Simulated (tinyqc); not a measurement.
# Which input was changed?

Model: gas flow in a process chamber: flow regimes, conductance, effective pumping speed, pump-down, outgassing and purge. Computed by tinyqc, a small Python program. Command: `OMP_NUM_THREADS=1 python tinyqc.py 3120229 3120230 out.jsonl pump which`. One thread of a shared host (Intel(R) Xeon(R) Processor @ 2.30GHz), about 0.03 s of CPU time with the checks.

Ideal gas, isothermal flow, a pump of constant speed at the end of a round pipe; process gas, volume gas and outgassing are given the same properties. 1 sccm = 101325 Pa x 1e-6 m^3/60 s x T/273.15 K.

Inputs (values chosen for the exercise, modelled on hydrogen near room temperature): molar mass M = 2.016 g/mol; molecular diameter = 0.27 nm; viscosity eta = 8.9 micropascal s; temperature T = 293 K; chamber volume V = 59 L; wall area = 3 m^2; pipe diameter d = 10 cm; pipe length l = 270 cm; pump speed S = 350 L/s; process gas flow = 39 sccm; outgassing rate after 1 h = 6.4e-07 Pa m^3/(s m^2); outgassing exponent n = 0.71; target base pressure = 0.0001 Pa.

Constants: k_B = 1.380649e-23 J/K; u = 1.6605390666e-27 kg.

Method:
- Mean speed c = sqrt(8 k_B T/(pi m)); aperture conductance C_a = c pi d^2/16; molecular pipe C_m = C_a/(1 + 3 l/(4 d)) (Dushman form); viscous pipe C_v = pi d^4 p_mean/(128 eta l); Knudsen interpolation C = C_v + C_m (1 + x)/(1 + 1.24 x), x = d p_mean sqrt(m/(k_B T))/eta.
- Effective speed 1/S_eff = 1/S + 1/C_m; time constant V/S_eff; pressure at which the free path k_B T/(sqrt2 pi d_m^2 p) equals d.
- Steady flow: the pump inlet is at p_2 = Q/S, and the chamber pressure p_1 solves Q = C((p_1 + p_2)/2) (p_1 - p_2). Residence time = p_1 V/Q.
- Knudsen number = free path at the mean pressure over d.
- From the outgassing limit: t = 1 h x (q_1 A/(S_eff p_target))^(1/n) - 10 s; monolayer time at the target = 1e19 m^-2 x 4 k_B T/(p c) for unit sticking.

Task: One of these inputs alone was changed, within the range given: molar mass M (1.008 to 4.032); pipe length l (135 to 540); process gas flow (19.5 to 78); outgassing rate after 1 h (3.2e-07 to 1.28e-06). Which one, and to what value?

Results:
```
run     time to the target (h)  chamber pressure p_1 (Pa)  S_eff in molecular flow (L/s)
before               0.0819312                  0.6012576                       110.7826
after                0.1003603                  0.6012576                       110.7826
```

Result:

Each candidate set to reproduce time to the target, and what it then gives:
```
candidate                                        range searched  value needed  chamber pressure p_1 (Pa)  S_eff in molecular flow (L/s)
molar mass M (g/mol)                             1.008 to 4.032         2.998                    0.65906                          96.33
pipe length l (cm)                                   135 to 540         332.2                    0.68015                          96.33
process gas flow (sccm)                              19.5 to 78     no effect                          -                              -
outgassing rate after 1 h (Pa m^3/(s m^2))  3.2e-07 to 1.28e-06      7.360e-7                    0.60126                         110.78
```

Only outgassing rate after 1 h fits every result: it went from 6.4e-07 to 7.36e-7 Pa m^3/(s m^2). The next best candidate, molar mass M, misses one result by 13 %.
